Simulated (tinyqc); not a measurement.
Lateral field, substrate current, probability of reaching the oxide barrier and hot-carrier lifetime of a silicon transistor (pseudo-two-dimensional and lucky-electron models). From peak field F_m back to junction depth x_j. Computed by tinyqc, a small Python program. Command: `OMP_NUM_THREADS=1 python tinyqc.py 3028174 3028175 out.jsonl hotcar inv`. One thread of a shared host (Intel(R) Xeon(R) Processor @ 2.30GHz), about 0.01 s of CPU time with the checks.

Local-field models: a lucky carrier gains its energy at the peak field over a path free of collisions. Voltages are magnitudes.

Inputs (values chosen for the exercise, modelled on a silicon p-channel):
```
quantity,value,unit
channel length L,440,nm
oxide thickness t,11,nm
mobility mu,97,cm^2/(V s)
saturation velocity v_s,0.65,1e7 cm/s
threshold voltage V_T,0.79,V
gate voltage V_G,1.6,V
drain voltage V_D,3.9,V
ionisation prefactor A_i,7.4e+06,1/cm
ionisation field B_i,3.62,MV/cm
hot-carrier mean free path lambda,4.8,nm
oxide barrier phi_b,4.6,eV
interface-trap threshold phi_it,4.8,eV
lifetime constant H,3,s microampere/micrometre
```

Drain: abrupt.

Constants: eps_0 = 8.8541878128e-12 F/m.

Method. C_ox = 3.9 eps_0/t; F_sat = 2 v_s/mu; V_Dsat = V_ov F_sat L/(V_ov + F_sat L), V_ov = V_G - V_T; I_D/W = C_ox v_s (V_ov - V_Dsat). Scale length l = 0.22 t^(1/3) x_j^(1/2) (all in cm); F_m = sqrt(((V_D - V_Dsat)/l_e)^2 + F_sat^2), with l_e = l; length of the velocity-saturated region l_e ln((V_D - V_Dsat)/(l_e F_sat) + F_m/F_sat).

Question. A run gave the result below. Find the junction depth x_j, known to lie between 88 and 150 nm.

peak field F_m = 441.5814 kV/cm

Answer.

Each step takes the trial c = (a f_b - b f_a)/(f_b - f_a), f being the result less the target and a, b, c the logarithms of the listed values; c replaces end b, the old b replaces a if the sign of f changed, and otherwise f_a is halved.

Scan of the range:
```
junction depth x_j (nm),peak field F_m (kV/cm)
88.0,491.800
96.2,471.998
105.0,453.449
115.0,435.084
126.0,417.541
137.0,402.224
150.0,386.419
```

False position (Illinois rule, in the logarithm of the input) inside the bracket:
```
step,end a,end b,trial,peak field F_m (kV/cm)
1,105.000,115.000,111.358,441.477
2,105.000,111.358,111.245,441.680
3,111.358,111.245,111.300,441.581
4,111.245,111.300,111.300,441.581
```

Peak field F_m falls at every point of a 13-point scan of the range (every second point is shown), so one value fits; it is bracketed by 105 and 115. Answer: junction depth x_j = 111.3 nm.

Caution: the empirical formula for l was fitted to oxides of about 15 nm or more; for thinner ones it is an extrapolation. Caution: e V_D is below phi_b or phi_it, so the available energy, not the field, limits hot carriers, and the lucky-electron formulas overstate them.
